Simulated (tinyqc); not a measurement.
# Bias-temperature instability, empirical power law with universal recovery: effects of single changes

Threshold-voltage shift at the end of a stress: dV = A (V/V0)^g exp[-(Ea q/kB)(1/T - 1/T0)] (t/1 s)^n. After a delay tr the permanent share pp stays and the rest falls by r = 1/(1 + B (tr/t)^be). An empirical model: its parameters are fits, not properties.

Inputs (values chosen for the exercise): reference stress voltage V0 = 1.2 V; reference temperature T0 = 373 K; shift after 1 s at V0 and T0 A = 25 mV; time exponent n = 0.13; voltage exponent g = 6.6; apparent activation energy of the shift Ea = 0.09 eV; permanent share pp = 0.18; recovery scale B = 1.5; recovery dispersion be = 0.11; use voltage V = 0.72 V; use temperature T = 358 K; failure criterion dc = 70 mV; stress time ts = 100 s.

Constants: q = 1.602176634e-19 C, kB = 1.380649e-23 J/K. Results are converted to the units shown.

Each table varies one quantity; the others keep the values above.

## Lifetime against voltage

The lifetime solves dV = dc; ten years are 3.15576e8 s.

Lifetime against voltage:
```
V (V),shift after ten years (mV),lifetime (years)
0.6,2.918,4.126e11
0.69,7.340,3.420e8
0.77,15.14,1.304e6
0.86,31.40,4764
0.94,56.48,52.09
1.03,103.3,0.5020
1.11,169.2,0.01126
1.2,283.1,2.150e-4
```

What does the table show?

The shift goes as V^6.6 and the lifetime as V^(-50.8): 5 % more voltage adds 38.0 % to the shift and divides the lifetime by 11.9. 5 of the 8 rows pass ten years. For V = 0.6, 0.69, 0.77, 0.86 the lifetime is a formal extrapolation far beyond any test.

## Effect of the time exponent at a fixed measured point

Same model as above.

A is rescaled so that the shift at ts, V0 and T0 stays the same.

Effect of the time exponent at a fixed measured point:
```
nx,A (mV),shift after ten years (mV),lifetime (years)
0.1,28.70,6.204,3.342e11
0.125,25.58,9.019,1.316e8
0.15,22.80,13.11,7.074e5
0.175,20.32,19.06,1.692e4
0.2,18.11,27.71,1029
0.225,16.14,40.28,116.6
0.25,14.39,58.55,20.42
0.275,12.82,85.12,4.910
0.3,11.43,123.7,1.497
```

The ten-year shift rises from 6.20 to 124 mV and the lifetime falls from 3.34e11 to 1.50 years: an error of 0.025 in the exponent changes the shift by a factor of 1.45 over the 6.50 decades from ts to ten years. For nx = 0.1, 0.125, 0.15, 0.175, 0.2 the lifetime is a formal extrapolation far beyond any test.

## Recovery after a stress

Same model as above.

At V0 and T0 after the stress time ts.

Results:
```
tr (s),tr/ts,share left,shift (mV)
0.00013,1.300e-6,0.7930,36.07
0.0017,1.700e-5,0.7462,33.95
0.29,0.002900,0.6384,29.04
3.8,0.03800,0.5806,26.41
49,0.4900,0.5236,23.82
640,6.400,0.4688,21.32
8300,83.00,0.4184,19.04
```

Estimate the missing row, tr = 0.022 s.

Computed row:
```
tr (s),tr/ts,share left,shift (mV)
0.022,2.200e-4,0.6944,31.59
```

With this row back in the table: The shift falls from 36.1 to 19.0 mV over 7.8 decades of time, towards the permanent 8.19 mV. Half of the recoverable part is gone at tr/ts = B^(-1/be) = 0.0251.

Computed by the program tinyqc: `OMP_NUM_THREADS=1 python tinyqc.py 2070072 2070073 out.jsonl`, one thread of a shared Intel Xeon 2.30GHz, about 0.01 s for the whole run.
